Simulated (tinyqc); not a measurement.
The Goldsmid-Sharp estimate against doping: two-band model of a narrow-gap semiconductor with electrons and holes. Computed by tinyqc, a small Python program. Command: `OMP_NUM_THREADS=1 python tinyqc.py 3021616 3021617 out.jsonl bipolar sweep`. One thread of a shared host (Intel(R) Xeon(R) Processor @ 2.30GHz), about 0.3 s of CPU time with the checks.

Two parabolic bands with acoustic scattering (r = -1/2, a = 0), a gap that does not change with T, and fully ionised dopants. Melting is ignored, so values above the melting point are formal, and kappa_L does not change with T. eta_n = (E_F - E_c)/(k_B T), eta_p = -eta_n - E_g/(k_B T).

Inputs (values chosen for the exercise, modelled on InSb): electron mass m_n = 0.013 m_0; hole mass m_p = 0.41 m_0; electron mobility parameter mu_300,n = 60000 cm^2/(V s); hole mobility parameter mu_300,p = 710 cm^2/(V s); temperature exponent p = 1.5; band gap E_g = 0.18 eV; lattice thermal conductivity kappa_L = 15 W/(m K).

Doping: p-type.

Constants: k_B = 8.617333262e-05 eV/K; m_0 = 9.1093837015e-31 kg; k_B = 1.380649e-23 J/K; hbar = 1.054571817e-34 J s; e = 1.602176634e-19 C.

Method:
- With x = E/(k_B T), a = alpha k_B T (0 for a parabolic band), G = x (1 + a x), D = 1 + 2 a x and <y> = int y f (1 - f) dx, f = 1/(1 + exp(x - eta)): tau = tau_0 G^r/D; transport function s = G^(3/2 + r)/D^2; n = N_0 <G^(3/2)> with N_0 = (2 m k_B T)^(3/2)/(3 pi^2 hbar^3).
- Integrals over x = E/(k_B T) use 160 Gauss-Legendre points in u = sqrt(x) from 0 to sqrt(max(eta, 0) + 32).
- sigma = e mu_0 N_0 <s> with mu_0 = e tau_0/m = mu_300 (T/300 K)^(-p); |S| = (k_B/e)(<x s>/<s> - eta); Lorenz number L = (k_B/e)^2 (<x^2 s>/<s> - (<x s>/<s>)^2); kappa_e = L sigma T; zT = S^2 sigma T/(kappa_L + kappa_e).
- Neutrality: p - n = N, with n = N_0(m_n) <x^(3/2)> at eta_n and p = N_0(m_p) <x^(3/2)> at eta_p.
- Both bands together (these totals replace the one-band zT): sigma = sigma_n + sigma_p; S = (sigma_p |S_p| - sigma_n |S_n|)/sigma; kappa_bip = (sigma_n sigma_p/sigma)(|S_n| + |S_p|)^2 T; kappa_e = (L_n sigma_n + L_p sigma_p) T; zT = S^2 sigma T/(kappa_L + kappa_e + kappa_bip); weak-field R_H = (r_p sigma_p^2/p - r_n sigma_n^2/n)/(e sigma^2), where the Hall factors r_n and r_p are <x^(3/2)> <x^(1/2)>/<s>^2.
- T_max maximises |S| of the majority sign between 150 and 1200 K; the Goldsmid-Sharp estimate is E_g = 2 e |S_max| T_max.

One run for each value:
```
net doping N (1/cm^3)  T_max (K)  |S_max| (microvolt/K)  estimate over true gap
4.80e+17                   248.8                 363.04                  1.0035
2.20e+18                   353.4                 276.07                  1.0841
4.80e+18                   441.4                 237.28                  1.1637
1.00e+19                   563.0                 205.40                  1.2848
2.20e+19                   763.6                 176.85                  1.5006
4.80e+19                  1084.0                 154.77                  1.8641
```

Give the missing row, net doping N (1/cm^3) = 1.00e+18.

Computed row:
```
net doping N (1/cm^3)  T_max (K)  |S_max| (microvolt/K)  estimate over true gap
1.00e+18                   291.2                 319.52                  1.0339
```

Interpolating between the two neighbouring rows (the first column on a logarithmic scale, the others too where they are positive) misses most in T_max (K), by 1.2 %. Over the rows, T_max (K) rises from 249 to 1080 (exponent d ln y / d ln x 0.21 between the first rows and 0.45 between the last); |S_max| (microvolt/K) falls from 363 to 155 (exponent d ln y / d ln x between -0.20 and -0.17); estimate over true gap rises from 1.00 to 1.86 (exponent d ln y / d ln x 0.041 between the first rows and 0.28 between the last).

Extremes, crossings and ranges named in words are read from the listed rows.
